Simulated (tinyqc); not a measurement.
Short-channel transistor, virtual-source model with series resistance: one step of the calculation.

The current per gate width is the charge at the top of the source barrier (the virtual source) times its velocity times a saturation function; al and be are fitting constants of the model. Units: I in uA/um, Rs in ohm um, so I Rs = 1e-6 I Rs in volts; Q in uC/cm^2, so I = 1e-4 Q vx0 Fsat with vx0 in cm/s.

Task. What the series resistance costs. Intrinsic voltages Vg' = Vgs - I Rs, Vd' = Vds - 2 I Rs. n = n0 + nd Vd', VT = VT0 - dl Vd', Ff = 1/(1 + exp((Vg' - VT + al Vt/2)/(al Vt))), Q = Cinv n Vt ln(1 + exp((Vg' - VT + al Vt Ff)/(n Vt))), Vdsat = (vx0 L/mu)(1 - Ff) + Vt Ff, Fsat = u/(1 + u^be)^(1/be) with u = Vd'/Vdsat, and I = Q vx0 Fsat per width. I0 is the current for Rs = 0. Effective velocity I/Q; transit time L Q/I.

Values chosen for this exercise:
- T = 325 K (temperature)
- Cinv = 3.54 uF/cm^2 (inversion capacitance)
- vx0 = 1.32e7 cm/s (velocity at the virtual source)
- mu = 330 cm^2/(V s) (apparent mobility)
- L = 16 nm (channel length)
- VT0 = 0.442 V (threshold at zero drain voltage)
- dl = 0.2 V/V (drain-induced barrier lowering)
- n0 = 1.1 (subthreshold factor)
- nd = 0.05 1/V (growth of n with drain voltage)
- al = 3.5 (threshold shift (in units of Vt) from weak to strong inversion)
- be = 1.6 (sharpness of saturation)
- Rs = 50 ohm um (series resistance of each contact)
- Vgs = 1.2 V (gate voltage)
- Vds = 0.05 V (drain voltage)

Constants: q = 1.602176634e-19 C, kB = 1.380649e-23 J/K, Vt = kB T/q. Results are converted to the units shown.

converged I = 420.34288 uA/um
I0 = 2032.2582 uA/um

Give: loss against I0; effective velocity; transit time.

Result.

loss against I0 = 79.32 %
effective velocity = 1.608e6 cm/s
transit time = 0.9953 ps

tinyqc, about 0.02 s, one thread, Intel Xeon 2.30GHz (shared host): `OMP_NUM_THREADS=1 python tinyqc.py 2380159 2380160 out.jsonl`
